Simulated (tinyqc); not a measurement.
From results back to parameters: Koster-Slater impurity in an sp3s* host.

Problem. In the Koster-Slater model a defect shifts the s level of its site by Vs and the p levels by Vp; an A1 level solves 1/Vs = G_s(E) and a T2 level 1/Vp = G_p(E), E from the top of the valence band. A defect has an A1 level at E = 0.7194 eV, one of the energies of the table, and a T2 level at 0.7194 eV.

G(E) of the host (1/eV):

| E (eV) | G_s | G_p |
|---|---|---|
| 0.0000 | 0.0841188 | 0.4182436 |
| 0.1799 | 0.0793020 | 0.3076176 |
| 0.3597 | 0.0743311 | 0.2512128 |
| 0.5396 | 0.0690378 | 0.2107317 |
| 0.7194 | 0.0632204 | 0.1783914 |
| 0.8993 | 0.0565957 | 0.1508611 |
| 1.0792 | 0.0487231 | 0.1261956 |
| 1.2590 | 0.0388432 | 0.1029393 |
| 1.4389 | 0.0254712 | 0.0796216 |

Find: Vs, Vp.

Solution. Read G_s and G_p at the two energies and invert them. Vs is repulsive and pushes its level up from the valence bands. Vp is repulsive and pushes its level up from the valence bands.

Vs, Vp (eV): 15.8  5.6

tinyqc: `OMP_NUM_THREADS=1 python tinyqc.py 1480279 1480280 out.jsonl`; about 0.02 s, one thread, shared Intel(R) Xeon(R) Processor @ 2.30GHz.
